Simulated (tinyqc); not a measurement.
Dopant redistribution at a moving silicon-oxide interface during parabolic oxidation: one step, computed by the program tinyqc. Command: `OMP_NUM_THREADS=1 python tinyqc.py 3027998 3027999 out.jsonl segox walk`. One thread of a shared host (Intel(R) Xeon(R) Processor @ 2.30GHz), about 0.01 s of CPU time with the checks.

Uniformly doped silicon is oxidised with x_ox = sqrt(B t); the interface advances into the silicon by alpha x_ox, alpha = 0.44. The dopant does not move in the oxide, and at the interface C(silicon) = m C(oxide).

Task: Rates. D = D0 exp(-E/(k_B T)), converted with 1 cm^2/s = 3.6e11 um^2/h; B = B0 exp(-E_B/(k_B T)); s = alpha sqrt(B/(4 D)), the interface advance over 2 sqrt(D t). Temperatures in kelvin are T(C) + 273.15.

Inputs (values chosen for the exercise, modelled on boron in silicon under steam):
```
quantity                         value    unit
dopant prefactor D0              0.894  cm^2/s
dopant activation energy E        3.48      eV
oxidation prefactor B0             372  um^2/h
oxidation activation energy E_B  0.783      eV
temperature T                     1000       C
time t                             7.7       h
```

Constants: k_B = 8.617333262e-05 eV/K.

Give: D; B; s; oxide thickness; diffusion length 2 sqrt(D t).

Result:

D = 0.005395 um^2/h

B = 0.2958 um^2/h

s = 1.629

oxide thickness = 1.509 um

diffusion length 2 sqrt(D t) = 0.4076 um

The interface outruns diffusion. Caution: parabolic growth needs an oxide much thicker than the Deal-Grove length A, which fails for thin films and low temperatures; oxidation-enhanced or retarded diffusion is ignored.
